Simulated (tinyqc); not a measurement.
MESFET, gradual channel with velocity saturation: one step of the calculation.

A uniformly doped n-type channel, depleted from the top by a Schottky gate; at channel potential V the depleted share of a is u = sqrt((Vbi - Vg + V)/Vp), s at the source. Electrons drift with v = mu E/(1 + mu E/vsat). Abrupt depletion edge, no series resistance, source at 0.

Task. The saturation point by Newton steps. a is the channel (half-)thickness, Vp its pinch-off voltage and Z = mu Vp/(vsat L); an iterate with u > 1 is an overshoot, not a physical state. f = (1 - u)(1 + Z (u^2 - s^2)) - Z F/3, F = 3 (u^2 - s^2) - 2 (u^3 - s^3); f' = -(1 + Z (u^2 - s^2)); u(new) = u - f/f'.

u at the start = 1
Z = 37.414739
s = 0.44514002

Find: f; f'; u after iteration 1.

Result.

f = -7.258
f' = -31.00
u after iteration 1 = 0.7659

Computed by the program tinyqc: `OMP_NUM_THREADS=1 python tinyqc.py 2500009 2500010 out.jsonl`, one thread of a shared Intel Xeon 2.30GHz, about 0.04 s for the whole run.
